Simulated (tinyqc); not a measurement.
Ratio and sensitivities against delay: time-domain thermoreflectance: layered heat flow under a modulated pulse train, and what the signal ratio measures. Computed by tinyqc, a small Python program. Command: `OMP_NUM_THREADS=1 python tinyqc.py 3112602 3112603 out.jsonl tdtr walk`. One thread of a shared host (Intel(R) Xeon(R) Processor @ 2.30GHz), about 0.2 s of CPU time with the checks.

Pulses repeat at 80 MHz; heat is laid down at the surface, all layers are isotropic, and the film is in perfect contact with the substrate.

Inputs (values chosen for the exercise, modelled on aluminium on beta-Ga2O3):

| quantity | value | unit |
|---|---|---|
| metal thickness d | 80 | nm |
| metal conductivity | 190 | W/(m K) |
| metal heat capacity | 2.42 | MJ/(m^3 K) |
| boundary conductance G under the metal | 230 | MW/(m^2 K) |
| film thickness | 120 | nm |
| film conductivity | 0.65 | W/(m K) |
| film heat capacity | 2.7 | MJ/(m^3 K) |
| substrate conductivity kappa | 14.8 | W/(m K) |
| substrate heat capacity C | 3.33 | MJ/(m^3 K) |
| modulation frequency f | 2 | MHz |
| spot radius w (1/e^2, pump and probe) | 14 | micrometre |

Stack: metal, film, substrate.

Method:
- For radial wave number k and angular frequency W each layer has u = sqrt(4 pi^2 k^2 + i W C/kappa) and gamma = kappa u. Surface impedance from below: Z = 1/gamma for the substrate; a layer of thickness L maps Z to (Z + tanh(u L)/gamma)/(1 + gamma Z tanh(u L)); a boundary adds 1/G.
- Response per absorbed watt H(W) = 2 pi int_0^(2/w) Z(k, W) exp(-pi^2 k^2 w^2) k dk by 20 Gauss-Legendre points.
- Signal: X + iY = sum_(m = -M..M) H(2 pi (f + m f_r)) exp(i 2 pi m f_r t) exp(-pi (m/M)^2 x 4), f_r = 80 MHz, M = 4000, with H(-W) the complex conjugate of H(W); V_in = X, V_out = Y, ratio = -V_in/V_out.
- Sensitivity S = ln(ratio'/ratio)/ln(1.01) for a rise of one input by 1 %.

Ratio and sensitivities:

| t (ps) | ratio | S to kappa | S to G | S to d | S to C | S to w | S to film conductivity |
|---|---|---|---|---|---|---|---|
| 100 | 1.5421 | 0.10260 | -0.0009091 | -0.64502 | 0.10272 | -0.11285 | 0.59622 |
| 200 | 1.5184 | 0.10314 | -0.0030543 | -0.63113 | 0.10325 | -0.11249 | 0.58783 |
| 400 | 1.4843 | 0.10394 | -0.0043636 | -0.61052 | 0.10403 | -0.11190 | 0.57566 |
| 800 | 1.4349 | 0.10512 | -0.0048576 | -0.58267 | 0.10520 | -0.11096 | 0.55888 |
| 1500 | 1.3711 | 0.10679 | -0.0046523 | -0.55094 | 0.10683 | -0.10964 | 0.53911 |
| 2500 | 1.3006 | 0.10884 | -0.0040969 | -0.52110 | 0.10885 | -0.10815 | 0.51971 |
| 4000 | 1.2161 | 0.11173 | -0.0033538 | -0.49151 | 0.11168 | -0.10646 | 0.49938 |

The largest sensitivity in size at 100 ps is to d (-0.65). G is hardly felt. At 400 ps an error of 3 % in d passes on as 18 % in kappa.

Extremes, crossings and ranges named in words are read from the listed rows.
